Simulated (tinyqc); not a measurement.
Rutherford backscattering from a thin compound film on silicon: kinematics, yields, composition and thickness: one step, computed by the program tinyqc. Command: `OMP_NUM_THREADS=1 python tinyqc.py 3020880 3020881 out.jsonl rbs walk`. One thread of a shared host (Intel(R) Xeon(R) Processor @ 2.30GHz), about 0.01 s of CPU time with the checks.

Singly charged helium ions (Z1 = 2, M1 = 4.0026 u) enter at the tilt angle a1 to the normal and leave at a2 = |180 - theta - tilt| in the same plane. The film is A B_x.

Question. Peak widths (surface approximation). Stopping per atom eps(E) = eps(2 MeV) (E/2 MeV)^(-0.4) (a law chosen for the exercise); Bragg rule eps_film = (eps_A + x eps_B)/(1 + x); areal density N d, with 1/nm^2 = 0.1 x 1e15/cm^2. Width of the signal of element i: [K_i eps(E0)/cos a1 + eps(K_i E0)/cos a2] N d; depth resolution = resolution x d/width of A; energy lost on the way in = eps(E0) N d/cos a1.

Inputs (values chosen for the exercise, modelled on a helium beam on TiN): beam energy E0 = 1.9 MeV; scattering angle theta = 170 degrees; tilt of the sample = 0 degrees; heavy element: stopping eps_A at 2 MeV = 79.7 1e-15 eV cm^2; light element: stopping eps_B at 2 MeV = 33.9 1e-15 eV cm^2; atoms of B per atom of A, x = 0.961; atomic density of the film = 107 1/nm^3; film thickness d = 48 nm; detector resolution (FWHM) = 15 keV.

kinematic factors: A 0.7171369, B 0.3110847, Si 0.5657840

Give: areal density N d; film stopping at E0; widths; depth resolution; energy lost on the way in.

Answer.

areal density N d = 513.6 1e15 atoms/cm^2

film stopping at E0 = 58.442 1e-15 eV cm^2

widths (keV): A 56.340, B 57.961

depth resolution = 12.780 nm

energy lost on the way in = 30.016 keV

The signal of A spans 3.8 resolution widths, so its width measures the thickness. Caution: the ions scattered from B leave near or below the stopping maximum (some 0.6 to 0.8 MeV), where the power law chosen here overstates the stopping and the width of B.
